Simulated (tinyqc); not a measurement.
Grain-boundary trapping model (Seto) of a polycrystalline semiconductor film: one step, computed by the program tinyqc. Command: `OMP_NUM_THREADS=1 python tinyqc.py 3027901 3027902 out.jsonl poly walk`. One thread of a shared host (Intel(R) Xeon(R) Processor @ 2.30GHz), about 0.01 s of CPU time with the checks.

Grains of equal size L are joined by thin boundaries with one trap level. Trapped carriers deplete a width W on each side and raise a barrier, crossed by thermionic emission. Dopants are fully ionised, statistics are non-degenerate and mu_g does not depend on T.

Question. Resistivity and effective mobility. Boundary: sigma_b = L e^2 n_0 exp(-e V_B/k_B T)/sqrt(2 pi m k_B T); drift through the grain, depleted parts included: rho_g = [(1 - 2W/L) + (2W/L) int_0^1 exp(y^2 s^2) ds]/(e n_0 mu_g); rho = 1/sigma_b + rho_g. Mean carrier density n_av = n_0 [(1 - 2W/L) + (2W/L) (sqrt(pi)/2) erf(y)/y], y = sqrt(e V_B/k_B T); effective mobility 1/(e n_av rho).

Inputs (values chosen for the exercise, modelled on polycrystalline germanium): effective mass m = 0.18 m_0; grain size L = 57 nm; doping N = 4.2e+16 1/cm^3; mobility inside the grains mu_g = 460 cm^2/(V s); temperature T = 300 K.

Grain interior: resistance included.

depletion width W = 28.5 nm

barrier V_B = 0.01929082 V

E_F = -0.2369728 eV

centre density n_0 = 6.268796e+14 1/cm^3

Constants: k_B = 8.617333262e-05 eV/K; m_0 = 9.1093837015e-31 kg; k_B = 1.380649e-23 J/K; e = 1.602176634e-19 C.

Give: boundary resistivity; drift resistivity rho_g; resistivity rho; mean carrier density; effective mobility.

Answer.

boundary resistivity = 15.02 ohm cm

drift resistivity rho_g = 28.48 ohm cm

resistivity rho = 43.50 ohm cm

mean carrier density = 5.005e+14 1/cm^3

effective mobility = 286.7 cm^2/(V s)

A single crystal with the same N and mu_g would have 0.323 ohm cm, a factor 135 lower.
